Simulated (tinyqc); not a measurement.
Delta-doped layer in the Thomas-Fermi potential: one step. The Thomas-Fermi well. Three cases, with inputs chosen for the exercise.

Problem. Give K, b, e F0, z0 and the depth b/z0^4.

All donors ionised in the plane z = 0, zero temperature, energies from the Fermi level EF of the Thomas-Fermi model, which lies at the bulk band edge; c = hbar^2/2m0, q = e^2/(4 pi eps0). Layer in a (001) plane: two valleys with m_z = ml, m_d = mt (unprimed) and four with m_z = mt, m_d = sqrt(ml mt) (primed); m3 = (ml mt^2)^(1/3), gv = 6. With n = (gv/3 pi^2)(m3 (-V)/c)^(3/2) and V'' = -(4 pi q/eps) n for z > 0, the solution is V = -b/(|z| + z0)^4 with sqrt(b) = 20/K, K = (4 pi q/eps)(gv/3 pi^2)(m3/c)^(3/2), and z0^5 = 4b/(e F0), e F0 = 2 pi q N/eps; 1e13/cm^2 = 1e-3/angstrom^2. Exchange and correlation are left out.

Constants: hbar^2/2m0 = 3.80998211 eV angstrom^2; e^2/(4 pi eps0) = 14.39964547 eV angstrom.

Case 1.

Values chosen (near those of a delta-doped layer in Si; not measured data):
- ml = 0.911 m0 (longitudinal mass)
- mt = 0.194 m0 (transverse mass)
- eps = 11.6 (dielectric constant)
- N = 2 x 1e13/cm^2 (donor sheet density)

Case 2.

Values chosen (near those of a delta-doped layer in Si; not measured data):
- ml = 0.899 m0 (longitudinal mass)
- mt = 0.19 m0 (transverse mass)
- eps = 11.9 (dielectric constant)
- N = 1.5 x 1e13/cm^2 (donor sheet density)

Case 3.

Values chosen (near those of a delta-doped layer in Si; not measured data):
- ml = 0.904 m0 (longitudinal mass)
- mt = 0.193 m0 (transverse mass)
- eps = 11.8 (dielectric constant)
- N = 2.6 x 1e13/cm^2 (donor sheet density)

Give: K; b; e F0; z0; depth.

Solution.

Case 1.

K = 0.078706 eV^(-1/2) angstrom^-2
b = 64571 eV angstrom^4
e F0 = 0.015599 eV/angstrom
z0 = 27.78 angstrom
depth = 0.1084 eV

Half of the electrons lie within |z| < (2^(1/5) - 1) z0 = 4.1 angstrom. The mean donor spacing in the plane is 22.4 angstrom, against a Bohr radius 0.529177 eps/m3 = 18.9 angstrom: the spacing is not small against it, so the smeared sheet is a crude model.

Case 2.

K = 0.074644 eV^(-1/2) angstrom^-2
b = 71791 eV angstrom^4
e F0 = 0.011404 eV/angstrom
z0 = 30.21 angstrom
depth = 0.0861 eV

Half of the electrons lie within |z| < (2^(1/5) - 1) z0 = 4.5 angstrom. The mean donor spacing in the plane is 25.8 angstrom, against a Bohr radius 0.529177 eps/m3 = 19.7 angstrom: the spacing is not small against it, so the smeared sheet is a crude model.

Case 3.

K = 0.076677 eV^(-1/2) angstrom^-2
b = 68034 eV angstrom^4
e F0 = 0.019935 eV/angstrom
z0 = 26.73 angstrom
depth = 0.1332 eV

Half of the electrons lie within |z| < (2^(1/5) - 1) z0 = 4.0 angstrom. The mean donor spacing in the plane is 19.6 angstrom, against a Bohr radius 0.529177 eps/m3 = 19.3 angstrom: the spacing is not small against it, so the smeared sheet is a crude model.

Computed by tinyqc, one run a case: `OMP_NUM_THREADS=1 python tinyqc.py N N+1 out.jsonl` with N = 1282619, 1282695, 1282797; one thread of a shared Intel(R) Xeon(R) Processor @ 2.30GHz, about 0.3 s a run at most.
